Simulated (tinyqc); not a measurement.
Reverse leakage of an n+-p junction: diffusion, generation, trap-assisted and band-to-band tunnelling: two steps of the calculation.

One-sided abrupt junction in the depletion approximation, x from the junction (0) to W on the p side, field F = F0 (1 - x/W). Flat quasi-Fermi levels, long p side. Traps generate through SRH with both lifetimes shortened by 1 + Gamma (Hurkx enhancement, form for moderate fields); band-to-band generation is local and needs a total bending above Eg.

Values chosen for this exercise; band and dielectric values close to those of silicon:
- T = 400 K (temperature)
- Eg = 1.12 eV (band gap)
- Na = 1e18 cm^-3 (acceptor density of the lighter side)
- Nd = 5e19 cm^-3 (donor density of the heavier side)
- tau = 5e-7 s (SRH lifetime of both carriers at zero field)
- Et = 0 eV (trap level above the intrinsic level)
- Ab = 7.5e14 cm^-0.5 V^-2.5 s^-1 (band-to-band prefactor)
- Bb = 1.83e7 V/cm (band-to-band field constant)
- VR = 1.4 V (reverse bias)

Constants: q = 1.602176634e-19 C, kB = 1.380649e-23 J/K, Vt = kB T/q. Results are converted to the units shown.

Problem 1. Generation rates across the layer. u = (Vbi + VR)(1 - x/W)^2, p = Na exp(-u/Vt), n = Nd exp((u - Vbi - VR)/Vt); G0 = ni^2 (1 - exp(-VR/Vt))/(tau (n + p + 2 ni cosh(Et/Vt))); Gamma = 2 sqrt(3 pi)(F/FG) exp((F/FG)^2); trap-assisted part G0 Gamma; G_bb = Ab F^2.5 exp(-Bb/F) with F in V/cm, zero unless Vbi + VR > Eg, and counted as zero under 1 cm^-3 s^-1. 12 equal steps.

ni = 3.7376796e12 cm^-3
Vbi = 0.99637448 V
W = 55.667849 nm
F0 = 860.95458 kV/cm
FG = 590.14721 kV/cm

Wanted: x; F; Gamma; G0; G0 Gamma; G_bb.

Solution 1.

```
point,x (nm),F (kV/cm),Gamma,G0 (cm^-3 s^-1),G0 Gamma (cm^-3 s^-1),G_bb (1e20 cm^-3 s^-1)
0,0.00,861.0,75.25,5.588e11,4.205e13,3.030
1,4.64,789.2,49.10,3.677e16,1.805e18,0.353
2,9.28,717.5,32.73,3.723e18,1.218e20,0.027
3,13.92,645.7,22.24,3.738e18,8.313e19,0.001
4,18.56,574.0,15.38,3.738e18,5.748e19,0.000
5,23.19,502.2,10.78,3.738e18,4.029e19,0.000
6,27.83,430.5,7.625,3.724e18,2.839e19,0.000
7,32.47,358.7,5.401,2.116e18,1.143e19,0.000
8,37.11,287.0,3.782,6.219e16,2.352e17,0.000
9,41.75,215.2,2.558,2.153e15,5.507e15,0.000
10,46.39,143.5,1.584,1.927e14,3.052e14,0.000
11,51.03,71.7,0.7576,4.528e13,3.430e13,0.000
12,55.67,0.0,0,2.794e13,0,0.000
```

Problem 2. Current components. 12 equal steps.

Each current is q times the trapezoid sum of its rate; J adds J_diff; J_bb under 1e-8 of the sum is given as 0.

```
point,x (nm),G0 (cm^-3 s^-1),G0 Gamma (cm^-3 s^-1),G_bb (cm^-3 s^-1)
0,0.000000,5.5880987e11,4.2050696e13,3.0295327e20
1,4.638987,3.6767342e16,1.8052933e18,3.5294745e19
2,9.277975,3.7228688e18,1.2183536e20,2.7364990e18
3,13.916962,3.7376781e18,8.3134381e19,1.2359002e17
4,18.555950,3.7376796e18,5.7478679e19,2.6642771e15
5,23.194937,3.7376530e18,4.0292854e19,2.0067760e13
6,27.833924,3.7235841e18,2.8392101e19,3.1453172e10
7,32.472912,2.1158307e18,1.1426888e19,~0
8,37.111899,6.2190468e16,2.3522888e17,~0
9,41.750887,2.1530085e15,5.5073341e15,0
10,46.389874,1.9271073e14,3.0522194e14,0
11,51.028861,4.5279583e13,3.4302480e13,0
12,55.667849,2.7940289e13,0,0
```

J_diff = 7.6887464e-9 A/cm^2

Wanted: J_SRH; J_TAT; J_bb; J.

Solution 2.

J_SRH = 1.5517e-6 A/cm^2
J_TAT = 2.5613e-5 A/cm^2
J_bb = 1.4095e-5 A/cm^2
J = 4.1267e-5 A/cm^2

Range of the model: The n+ side is degenerate, so Vbi from Boltzmann statistics is only a guide.

Numbers from tinyqc (`OMP_NUM_THREADS=1 python tinyqc.py 2290167 2290168 out.jsonl`; about 0.01 s on one thread of a shared Intel Xeon 2.30GHz).

~0 in a residual or rate marks an entry under 1e-11 of the largest of its column.
